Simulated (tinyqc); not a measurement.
Worked calculation (part 2 of 2): RKS/BLYP in the sto-3g basis, for BeH2, spin multiplicity 1. Computed by tinyqc, a small Python program that keeps every step (integrals from PySCF). Command: `OMP_NUM_THREADS=1 python tinyqc.py 23652 23653 out.jsonl` (the two numbers bound the seeds that draw the settings). One thread of a shared host (Intel(R) Xeon(R) Processor @ 2.60GHz), about 1 s of CPU time with the checks.

Geometry (angstrom):
```
atom,x,y,z
Be,0.000000,0.000000,0.000000
H,0.000000,1.875000,0.137000
H,0.000000,-1.875000,0.137000
```

## Convergence

Stop when the energy changes by less than 1e-10 hartree and every element of the error matrix X^T (F D S - S D F) X is below 3e-06.

Course of the cycle:
```
iteration,E (hartree),change,largest element of the error matrix
1,-14.68681455,-,4.23e-01
2,-15.36352369,-6.77e-01,2.64e-01
3,-15.55749154,-1.94e-01,9.14e-02
4,-15.59797217,-4.05e-02,3.22e-02
5,-15.60863053,-1.07e-02,1.32e-02
6,-15.61178037,-3.15e-03,6.66e-03
7,-15.61275934,-9.79e-04,3.98e-03
8,-15.61307513,-3.16e-04,2.64e-03
9,-15.61318160,-1.06e-04,1.85e-03
10,-15.61321962,-3.80e-05,1.32e-03
11,-15.61323417,-1.46e-05,9.52e-04
12,-15.61324016,-5.99e-06,6.88e-04
13,-15.61324281,-2.64e-06,4.98e-04
14,-15.61324403,-1.23e-06,3.61e-04
15,-15.61324463,-5.96e-07,2.62e-04
16,-15.61324493,-2.96e-07,1.89e-04
17,-15.61324508,-1.50e-07,1.37e-04
18,-15.61324515,-7.67e-08,9.94e-05
19,-15.61324519,-3.95e-08,7.19e-05
20,-15.61324521,-2.04e-08,5.21e-05
21,-15.61324522,-1.06e-08,3.77e-05
22,-15.61324523,-5.49e-09,2.73e-05
23,-15.61324523,-2.85e-09,1.97e-05
24,-15.61324523,-1.48e-09,1.43e-05
25,-15.61324524,-7.70e-10,1.03e-05
26,-15.61324524,-4.01e-10,7.48e-06
27,-15.61324524,-2.09e-10,5.41e-06
28,-15.61324524,-1.09e-10,3.91e-06
29,-15.61324524,-5.65e-11,2.83e-06
```

PySCF RKS in the same basis, fine grid = -15.56559412 hartree

Converged in 29 iterations. The coarse grid moves the energy by -4.77e-02 hartree.

## Populations, bond orders and dipole

D after iteration 29, lower triangle:
```
,1Be 1s,1Be 2s,1Be 2px,1Be 2py,1Be 2pz,2H 1s,3H 1s
1Be 1s,2.057374
1Be 2s,-0.234128,0.982884
1Be 2px,0.000000,0.000000,0.000000
1Be 2py,0.000000,0.000000,0.000000,0.426921
1Be 2pz,-0.003652,0.011685,0.000000,0.000000,0.000139
2H 1s,-0.177936,0.515480,0.000000,0.449845,0.006152,0.745867
3H 1s,-0.177936,0.515480,0.000000,-0.449845,0.006152,-0.202134,0.745867
```

overlap S, lower triangle:
```
,1Be 1s,1Be 2s,1Be 2px,1Be 2py,1Be 2pz,2H 1s,3H 1s
1Be 1s,1.000000
1Be 2s,0.259517,1.000000
1Be 2px,0.000000,0.000000,1.000000
1Be 2py,0.000000,0.000000,0.000000,1.000000
1Be 2pz,0.000000,0.000000,0.000000,0.000000,1.000000
2H 1s,0.021103,0.266734,0.000000,0.349127,0.025510,1.000000
3H 1s,0.021103,0.266734,0.000000,-0.349127,0.025510,0.003307,1.000000
```

Mulliken: Z minus the diagonal of D S on the atom; Loewdin: the same with S^(1/2) D S^(1/2); Mayer order: 2 sum_s sum (D(s) S)_ij (D(s) S)_ji over the two atoms.

Charges (e):
```
atom,Mulliken,Loewdin
1Be,0.072299,0.061698
2H,-0.036150,-0.030849
3H,-0.036150,-0.030849
```

Mayer bond orders:
```
pair,order
2-1,0.949043
3-1,0.949043
3-2,0.049650
```

dipole moment about the origin, x y z (debye): 0.000000  0.000000  -0.247180
